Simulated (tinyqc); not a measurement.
BCS gap equation with a constant attraction inside the Debye window. Inputs raised by 2 %, one at a time. Computed by tinyqc, a small Python program. Command: `OMP_NUM_THREADS=1 python tinyqc.py 3029706 3029707 out.jsonl bcs sens`. One thread of a shared host (Intel(R) Xeon(R) Processor @ 2.30GHz), about 0.01 s of CPU time with the checks.

Pairs attract with strength V for |xi| < k_B Theta; N(0) is the density of states for one spin. Energies are given as temperatures (E/k_B, in K) unless marked.

Inputs (values chosen for the exercise, modelled on zinc): coupling N(0)V = 0.167; Debye temperature Theta = 309 K; temperature T = 0.513 K; Fermi velocity v_F = 1.8e+06 m/s; electron density n = 13.7 1e28/m^3; mean free path l = 5.3 nm.

Solver: secant.

Constants: k_B = 8.617333262e-05 eV/K; hbar = 1.054571817e-34 J s; k_B = 1.380649e-23 J/K; m_0 = 9.1093837015e-31 kg; eps_0 = 8.8541878128e-12 F/m; c = 299792458 m/s; e = 1.602176634e-19 C.

Method:
- At T = 0 the gap equation 1/(N(0)V) = int_0^Theta d xi/sqrt(xi^2 + Delta^2) has the integral arcsinh(Theta/Delta), so Delta_0 = Theta/sinh(1/(N(0)V)); weak coupling gives 2 Theta exp(-1/(N(0)V)).
- Gap equation: 1/(N(0)V) = I(Delta, T) = int_0^Theta tanh(E/2T)/E d xi, E = sqrt(xi^2 + Delta^2); 64 Gauss-Legendre points in y with xi = max(Delta, T) sinh(y).
- Residual r = N(0)V I - 1, with Delta_0 = Theta/sinh(1/(N(0)V)). Secant steps in Delta^2, from Delta_0 and 0.9 Delta_0, with Delta^2 kept at or above 1e-6 K^2. Stop when |r| < 1e-9 or after 40 steps.
- xi_0 = hbar v_F/(pi Delta_0); lambda_L = sqrt(m_0 eps_0 c^2/(n e^2)); N(0) = 3 n/(2 m_0 v_F^2) for one spin; condensation energy N(0) Delta_0^2/2 = B_c^2/(2 mu_0), mu_0 = 1/(eps_0 c^2); with scattering lambda = lambda_L sqrt(1 + xi_0/l) in the local limit (where xi_0 and l both exceed lambda, nonlocal response makes the true depth larger); Ginzburg-Landau kappa = 0.96 lambda_L/xi_0 + 0.72 lambda_L/l. Free-electron mass throughout; heavier carriers, as in niobium or vanadium, give a larger lambda_L and kappa and can make the metal type II.

Runs:
```
input moved                       from       to  Delta(T) (K)  coherence length xi_0 (nm)  Ginzburg-Landau kappa  depth with scattering (nm)
base run                             -        -        1.4215                      2822.9                 1.9553                      331.65
coupling N(0)V                   0.167  0.17034        1.6550                      2510.1                 1.9559                      312.78
Debye temperature Theta (K)        309   315.18        1.4602                      2767.5                 1.9554                      328.39
temperature T (K)                0.513  0.52326        1.4106                      2822.9                 1.9553                      331.65
Fermi velocity v_F (m/s)       1800000  1836000        1.4215                      2879.3                 1.9552                      334.95
electron density n (1e28/m^3)     13.7   13.974        1.4215                      2822.9                 1.9360                      328.38
mean free path l (nm)              5.3    5.406        1.4215                      2822.9                 1.9170                      328.39
```

Exponents ln(y'/y) / ln(x'/x):
```
input                    Delta(T)  coherence length xi_0  Ginzburg-Landau kappa  depth with scattering
coupling N(0)V              7.681                 -5.929                  0.016                 -2.959
Debye temperature Theta     1.356                 -1.000                  0.003                 -0.499
temperature T              -0.386                  0.000                  0.000                  0.000
Fermi velocity v_F          0.000                  1.000                 -0.002                  0.499
electron density n          0.000                  0.000                 -0.500                 -0.500
mean free path l            0.000                  0.000                 -0.997                 -0.499
```

Which inputs matter most for each result?

Among the inputs moved here: Delta(T) answers most in size to coupling N(0)V (exponent +7.681), next to Debye temperature Theta (+1.356); its exponent is below 0.0005 for Fermi velocity v_F, electron density n, mean free path l. Coherence length xi_0 answers most in size to coupling N(0)V (exponent -5.929), next to Debye temperature Theta (-1.000); its exponent is below 0.0005 for temperature T, electron density n, mean free path l. Its exponent +1.000 in Fermi velocity v_F: xi_0 = hbar v_F/(pi Delta_0). Ginzburg-Landau kappa answers most in size to mean free path l (exponent -0.997), next to electron density n (-0.500); its exponent is below 0.0005 for temperature T. Its exponent -0.997 in mean free path l: the dirty limit. Depth with scattering answers most in size to coupling N(0)V (exponent -2.959), next to electron density n (-0.500); its exponent is below 0.0005 for temperature T. Its exponent -0.499 in mean free path l: the dirty limit.
